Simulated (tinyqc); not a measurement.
Inside a calculation. Method: RHF in the 3-21g basis, for H3+, spin multiplicity 1. One step of it, computed by the program tinyqc.

Question. Iteration 2: DIIS coefficients. Solve [B -1; -1 0][c; lambda] = [0; -1] for the coefficients, which sum to one.

B (overlaps of the stored error matrices):
```
,1,2
1,4.6881810e-02,1.8218078e-02
2,1.8218078e-02,5.4498247e-02
```

Give: DIIS coefficients.

Answer.

DIIS coefficients: 0.5586  0.4414
